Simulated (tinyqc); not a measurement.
Growth with time: grain growth, pinning, strength and diffusional creep of a polycrystal or thin film. Computed by tinyqc, a small Python program. Command: `OMP_NUM_THREADS=1 python tinyqc.py 3001465 3001466 out.jsonl grain walk`. One thread of a shared host (Intel(R) Xeon(R) Processor @ 2.30GHz), about 0.01 s of CPU time with the checks.

One mean grain size d describes the structure.

Inputs (values chosen for the exercise, modelled on copper): boundary energy gamma = 0.59 J/m^2; mobility prefactor M0 = 5.2e-05 m^4/(J s); activation energy of boundary motion Q_m = 1.3 eV; anneal temperature T = 620 K; initial grain size d0 = 100 nm; particle volume fraction f = 0.00033; particle radius r = 4.7 nm.

Sample: bulk.

Constants: k_B = 8.617333262e-05 eV/K.

Method. M = M0 exp(-Q_m/(k_B T)). The driving pressure is 2 gamma/d. Zener pinning pressure 3 f gamma/(2 r) stops growth at d_Z = 4 r/(3 f). The limit is d_lim = d_Z. dd/dt = 2 M gamma (1/d - 1/d_lim) integrates to 2 M gamma t = d_lim (d0 - d) + d_lim^2 ln[(d_lim - d0)/(d_lim - d)]; without pinning d^2 = d0^2 + 4 M gamma t.

limit d_lim = 18989.9 nm

mobility M = 1.40840e-15 m^4/(J s)

At T:
```
t (s)     free growth (nm)  pinned growth (nm)  d/d_lim
3.30e+02              1052                1033  0.05438
1.10e+03              1915                1851  0.09747
3.30e+03              3313                3124  0.16449
1.10e+04              6047                5423  0.28559
3.30e+04             10474                8643  0.45515
1.10e+05             19121               13317  0.70127
3.30e+05             33119               17323  0.91223
1.10e+06             60467               18946  0.99768
```

What does the comparison show, and why?

The apparent exponent d ln d/d ln t of the pinned growth is at most about 0.48, below the ideal 1/2, and falls to 0.074 in the last rows: pinning hides it late.
